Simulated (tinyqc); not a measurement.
MOS capacitor with interface traps: C-V stretch-out, conductance peak and subthreshold swing: one step, computed by the program tinyqc. Command: `OMP_NUM_THREADS=1 python tinyqc.py 3000275 3000276 out.jsonl mostraps walk`. One thread of a shared host (Intel(R) Xeon(R) Processor @ 2.30GHz), about 0.01 s of CPU time with the checks.

Energies at the interface are counted from the valence band. psi > 0 means bending towards depletion, so the surface potential is -psi. Boltzmann statistics, full ionisation, no quantum confinement. Traps are neutral when filled up to E_n, with a sharp (zero-temperature) occupation.

Problem. Substrate and insulator. N_c = 2 M_c (2 pi m_e k_B T/h^2)^(3/2) and N_v = 2 (2 pi m_h k_B T/h^2)^(3/2), masses in units of m_0. n_i = sqrt(N_c N_v) exp(-E_g/2 k_B T); E_F = E_g - k_B T ln(N_c/N); phi_B = (k_B T/e) ln(N/n_i); L_D = sqrt(eps_s eps_0 k_B T/(e^2 N)); C_ox = eps_ox eps_0/t_ox.

Inputs (values chosen for the exercise, modelled on silicon, with an insulator like Si3N4):
```
quantity                     value   unit
gap E_g                       1.11     eV
electron mass m_e            0.321    m_0
valleys M_c                      6      -
hole mass m_h                0.801    m_0
dielectric constant eps_s     11.5      -
doping N                   2.4e+15  cm^-3
insulator constant eps_ox     7.38      -
insulator thickness t_ox       2.2     nm
temperature T                  200      K
```

Substrate: n-type. Trap spectrum: flat plus a Gaussian peak.

Constants: m_0 = 9.1093837015e-31 kg; k_B = 1.380649e-23 J/K; h = 6.62607015e-34 J s; k_B = 8.617333262e-05 eV/K; eps_0 = 8.8541878128e-12 F/m; e = 1.602176634e-19 C.

Give: k_B T; n_i; bulk E_F; phi_B; Debye length L_D; C_ox; effective density of states of the majority band.

Solution.

k_B T = 0.01723 eV

n_i = 1.249e+05 cm^-3

bulk E_F = 0.9595 eV

phi_B = 0.4081 V

Debye length L_D = 67.56 nm

C_ox = 2.970 microF/cm^2

effective density of states of the majority band = 1.491e+19 cm^-3
